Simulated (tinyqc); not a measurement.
Box-like doped layer, carriers, mobility and sheet resistance: two steps of the calculation.

An n-type layer from the surface x = 0 to the junction xj, N(x) = N0 for x < xb and N0 10^(-(x - xb)/Lt) beyond. Local neutrality (no depletion at surface or junction, no spilling of carriers), intrinsic carriers neglected, full ionisation of active dopants.

Parameters, values chosen for the exercise; values close to those of arsenic in silicon over a p-type background:
- T = 300 K (temperature)
- Nb = 8.5e16 cm^-3 (background doping of the opposite type)
- N0 = 2.7e20 cm^-3 (peak chemical concentration)
- m1 = 53.6 cm^2/(V s) (mobility limit at high doping)
- m2 = 1380 cm^2/(V s) (mobility limit at low doping, at 300 K)
- Nr = 9.6e16 cm^-3 (reference doping of the mobility law)
- am = 0.704 (exponent of the mobility law)
- bt = 2 (temperature exponent of m2)
- Ns = 1.92e20 cm^-3 (solubility limit of active dopant)
- xb = 150 nm (depth of the flat top)
- Lt = 36 nm/decade (abruptness of the tail)

Constants: q = 1.602176634e-19 C. Results are converted to the units shown.

Task 1. Junction depth and local values. xj = xb + Lt log10(N0/Nb); 15 equal steps from 0 to xj. Active dopant A = min(N, Ns); n = A - Nb; mobility mu = m1 + (m2 (T/300 K)^(-bt) - m1)/(1 + ((A + Nb)/Nr)^am).

Give: xj; x; N; A; n; mu.

Result 1.

xj = 276.07 nm

```
point,x (nm),N (cm^-3),A (cm^-3),n (1e20 cm^-3),mu (cm^2/(V s))
0,0.00,2.7000e20,1.9200e20,1.9191,59.860
1,18.40,2.7000e20,1.9200e20,1.9191,59.860
2,36.81,2.7000e20,1.9200e20,1.9191,59.860
3,55.21,2.7000e20,1.9200e20,1.9191,59.860
4,73.62,2.7000e20,1.9200e20,1.9191,59.860
5,92.02,2.7000e20,1.9200e20,1.9191,59.860
6,110.43,2.7000e20,1.9200e20,1.9191,59.860
7,128.83,2.7000e20,1.9200e20,1.9191,59.860
8,147.24,2.7000e20,1.9200e20,1.9191,59.860
9,165.64,9.9280e19,9.9280e19,0.9920,63.528
10,184.05,3.0593e19,3.0593e19,0.3051,76.093
11,202.45,9.4272e18,9.4272e18,0.0934,103.80
12,220.86,2.9050e18,2.9050e18,0.0282,161.83
13,239.26,8.9516e17,8.9516e17,0.0081,269.88
14,257.67,2.7584e17,2.7584e17,0.0019,428.29
15,276.07,8.5000e16,8.5000e16,0.0000,585.17
```

Task 2. Sheet quantities by the trapezoid rule. Dose = integral of N, carrier sheet density = integral of n, 1/Rs = q integral of n mu, mean mobility 1/(q Rs sheet density), Hall mobility (unit Hall factor) = integral of n mu^2 over integral of n mu, Hall sheet density = (integral of n mu)^2/integral of n mu^2; all from 0 to xj.

```
point,x (nm),N (cm^-3),n (1e20 cm^-3),mu (cm^2/(V s))
0,0.00000,2.7e20,1.9191500,59.859788
1,18.40467,2.7e20,1.9191500,59.859788
2,36.80934,2.7e20,1.9191500,59.859788
3,55.21400,2.7e20,1.9191500,59.859788
4,73.61867,2.7e20,1.9191500,59.859788
5,92.02334,2.7e20,1.9191500,59.859788
6,110.42801,2.7e20,1.9191500,59.859788
7,128.83267,2.7e20,1.9191500,59.859788
8,147.23734,2.7e20,1.9191500,59.859788
9,165.64201,9.9280402e19,0.9919540,63.528346
10,184.04668,3.0593049e19,0.3050805,76.092565
11,202.45134,9.4271842e18,0.0934218,103.80274
12,220.85601,2.9049672e18,0.0281997,161.83230
13,239.26068,8.9515957e17,0.0081016,269.87982
14,257.66535,2.7584156e17,0.0019084,428.29039
15,276.07001,8.5e16,0.0000000,585.16758
```

Wanted: dose; carrier sheet density; Rs; mean mobility; Hall mobility; Hall sheet density.

Result 2.

dose = 4.488e15 cm^-2
carrier sheet density = 3.265e15 cm^-2
Rs = 31.40 ohm/square
mean mobility = 60.87 cm^2/(V s)
Hall mobility = 61.95 cm^2/(V s)
Hall sheet density = 3.208e15 cm^-2

Carriers make up 72.8 % of the dose. A Hall measurement weights the mobile tail, so its sheet density is 1.7 % below the true one.

tinyqc, about 0.01 s, one thread, Intel Xeon 2.30GHz (shared host): `OMP_NUM_THREADS=1 python tinyqc.py 2110123 2110124 out.jsonl`
